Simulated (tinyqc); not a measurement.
Extended Hueckel theory, for H4-, step by step. The parameters take no account of the charge, which enters only through the electron count, and nothing here shows that the anion is bound. One step of it, computed by the program tinyqc.

Problem. Wolfsberg-Helmholz matrix. H_ij = K' S_ij (H_ii + H_jj)/2 for i != j (the diagonal keeps H_ii), with K' = 2.

overlap S, lower triangle:
```
          1H 1s     2H 1s     3H 1s     4H 1s
1H 1s  1.000000
2H 1s  0.558861  1.000000
3H 1s  0.459277  0.298864  1.000000
4H 1s  0.298864  0.459277  0.558861  1.000000
```

diagonal H_ii (eV): 1H 1s -13.600000, 2H 1s -13.600000, 3H 1s -13.600000, 4H 1s -13.600000

K = 2.000000

Give: H.

Solution.

H (eV), lower triangle:
```
          1H 1s     2H 1s     3H 1s     4H 1s
1H 1s  -13.6000
2H 1s  -15.2010  -13.6000
3H 1s  -12.4923   -8.1291  -13.6000
4H 1s   -8.1291  -12.4923  -15.2010  -13.6000
```
